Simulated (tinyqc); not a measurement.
Long runs: velocity against field: Monte Carlo simulation of one carrier in a uniform electric field. Computed by tinyqc, a small Python program. Command: `OMP_NUM_THREADS=1 python tinyqc.py 3002028 3002029 out.jsonl mcfl walk`. One thread of a shared host (Intel(R) Xeon(R) Processor @ 2.30GHz), about 3 s of CPU time with the checks.

The force e F acts along +z. Flights end at the constant total rate Gamma; the part of Gamma that the real rates do not fill is self-scattering, which leaves k unchanged. One valley, no impurities and no intervalley scattering.

Inputs (values chosen for the exercise, for a model polar semiconductor):
```
quantity,value,unit
effective mass m,0.064,m_0
non-parabolicity alpha,0.83,1/eV
static permittivity eps_s,12.9,-
high-frequency permittivity eps_inf,7.2,-
density rho,5100,kg/m^3
sound velocity v_l,8520,m/s
acoustic deformation potential D_A,13,eV
optical phonon energy hbar w,91.8,meV
lattice temperature T,300,K
electric field F,1,kV/cm
energy E_max up to which Gamma must cover the rates,0.4,eV
seed of the random numbers,45642,-
```

Crystal: polar. Band: Kane.

Constants: k_B = 1.380649e-23 J/K; e = 1.602176634e-19 C; hbar = 1.054571817e-34 J s; m_0 = 9.1093837015e-31 kg; hbar = 6.582119569e-16 eV s; eps_0 = 8.8541878128e-12 F/m; k_B = 8.617333262e-05 eV/K.

Method:
- Kane band: hbar^2 k^2/(2 m) = E (1 + alpha E), speed v = hbar k/(m (1 + 2 alpha E)), states per spin, volume and energy g(E) = m k (1 + 2 alpha E)/(2 pi^2 hbar^2); overlap factors are set to 1. Masses are multiplied by m_0 and all formulas are in SI units.
- Phonon occupation N_q = 1/(exp(hbar w/(k_B T)) - 1).
- Acoustic deformation potential (elastic, equipartition, absorption and emission together): 1/tau = 2 pi k_B T D_A^2 g(E)/(hbar rho v_l^2).
- Polar optical, unscreened: W = e^2 w (1/eps_inf - 1/eps_s) m (1 + 2 alpha E') ln|(k + k')/(k - k')| / (4 pi eps_0 hbar^2 k), times N_q for absorption (E' = E + hbar w) and N_q + 1 for emission (E' = E - hbar w > 0), with alpha = 0 for a parabolic band; mean cosine of the angle <cos> = (k^2 + k'^2)/(2 k k') - 1/ln|(k + k')/(k - k')|.
- Gamma is 1.05 times the largest total rate on the grid E = (j + 1/2) E_max/400, j = 0..399.
- On the grid E_j = (j + 1/2) hbar w/12 up to 20 k_B T + 2 hbar w, solve (sum of rates) l(E) = v(E) + W_abs <cos> l(E + hbar w) + W_em <cos> l(E - hbar w); mu_0 = e sum g v l exp(-E/k_B T)/(3 k_B T sum g exp(-E/k_B T)).
- Flight: t = -ln(r1)/Gamma; k_z grows by e F t/hbar; E follows from the band; dz = (E_end - E_start)/(e F).
- Choice: with cumulative rates in the order acoustic, absorption, emission, the process is the first whose sum exceeds r2 Gamma; if none, self-scattering.
- Final state: E' = E, E + hbar w or E - hbar w gives k'. Isotropic processes: cos(theta) = 1 - 2 r3 from the z axis, phi = 2 pi r4, k' (sin theta cos phi, sin theta sin phi, cos theta). Polar processes: cos(b) = [1 + xi - (1 + 2 xi)^r3]/xi, xi = 2 k k'/(k - k')^2, b from the old direction n; new direction cos b n + sin b (cos phi e1 + sin phi e2), e1 = (z x n)/|z x n|, e2 = n x e1.
- Each row: 250 carriers from a thermal start, 1600 flights each, the first half discarded, random numbers not printed; the error is the standard error over ten groups; the mean energy is taken at the ends of flights, which sample time evenly. Fields at which more than 0.02 % of the events exceed Gamma are left out.

Gamma = 48.1571 1e12/s

low-field mobility mu_0 = 12704.0 cm^2/(V s)

Monte Carlo results:
```
F (kV/cm),drift velocity (1e5 m/s),error (1e5 m/s),mu_0 F (1e5 m/s),mean energy (meV),real events (%)
0.25,0.302,0.025,0.3176,46.3,7.52
0.50,0.524,0.041,0.6352,44.8,7.55
1.00,0.984,0.042,1.2704,46.2,7.72
2.00,1.600,0.034,2.5408,47.7,8.24
4.00,2.290,0.016,5.0816,52.0,9.59
```

What follows from these numbers?

At the lowest field the drift velocity is 0.95 +/- 0.08 of the ohmic value mu_0 F, at the highest 0.45 +/- 0.00. The mean energy goes from 46 to 52 meV against the parabolic-band thermal value 3 k_B T/2 = 39 meV: the curve bends below the ohmic line although the mean energy changes little, since phonon emission removes both energy and momentum. Only 8 to 10 % of the events are real; the rest is the price of a constant Gamma. Where hbar w is several k_B T, energy relaxes slowly and the low-field energies may still be drifting.

Extremes, crossings and ranges named in words are read from the listed rows.
